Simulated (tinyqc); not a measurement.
Schottky emission and Poole-Frenkel conduction in an insulator, and how to tell them apart: two steps of the calculation.

Schottky emission (electrode-limited): J = As T^2 exp[-(pb - b sqrt(F))/Vt], b = sqrt(q/(4 pi eps0 ei)). Poole-Frenkel emission (bulk-limited): J = s0 F exp[-(pt - 2 b sqrt(F))/Vt]. F in V/cm.

Values chosen for this exercise; dielectric values close to those of hafnium oxide: temperature T = 400 K; high-frequency relative permittivity ei = 4.24; static relative permittivity es = 22.3; trap depth pt = 1.38 eV; Poole-Frenkel prefactor s0 = 9.8 S/cm; electrode barrier pb = 1.13 eV; Richardson constant As = 12 A/(cm^2 K^2); field F = 2 MV/cm.

Constants: q = 1.602176634e-19 C, kB = 1.380649e-23 J/K, Vt = kB T/q, eps0 = 8.8541878128e-14 F/cm where lengths are in cm. Results are converted to the units shown.

Problem 1. Both currents at one field. Lowerings b sqrt(F) and 2 b sqrt(F); the image-force maximum lies at sqrt(q/(16 pi eps0 ei F)) from the electrode.

Give: Schottky lowering; position of the barrier top; Poole-Frenkel lowering; J, Schottky; J, Poole-Frenkel.

Solution 1.

Schottky lowering = 260.62 meV
position of the barrier top = 0.65155 nm
Poole-Frenkel lowering = 521.24 meV
J, Schottky = 2.1360e-5 A/cm^2
J, Poole-Frenkel = 2.9673e-4 A/cm^2

Injection and bulk transport act in series, so the smaller capacity limits the current: here the electrode, by a factor of 13.9.

Problem 2. Which mechanism made these data. The data come from another sample of the same dielectric, in which one mechanism alone limits the current. Fit straight lines by least squares: ln J on sqrt(F) (Schottky plot, slope b/Vt) and ln(J/F) on sqrt(F) (Poole-Frenkel plot, slope 2 b/Vt), F in V/cm, and read a permittivity from each slope. The right mechanism gives a value near ei, and in any case between ei and es.

```
point	F (MV/cm)	J (A/cm^2)
0	1.12	3.401e-5
1	1.8	0.001131
2	2.48	0.01885
3	3.15	0.2033
4	3.83	1.734
5	4.5	11.8
```

Give: slope of the Schottky plot; permittivity read as Schottky; slope of the Poole-Frenkel plot; permittivity read as Poole-Frenkel.

Solution 2.

slope of the Schottky plot = 0.01199 (cm/V)^0.5
permittivity read as Schottky = 0.8430
slope of the Poole-Frenkel plot = 0.01069 (cm/V)^0.5
permittivity read as Poole-Frenkel = 4.240

Both plots are nearly straight, so straightness decides nothing. Read as Poole-Frenkel the data give 4.24, which matches ei = 4.24; read as Schottky they give 0.843, below 1 and impossible. The data are Poole-Frenkel.

Program tinyqc, `OMP_NUM_THREADS=1 python tinyqc.py 2370096 2370097 out.jsonl`; Intel Xeon 2.30GHz, shared host, one thread, about 0.01 s.
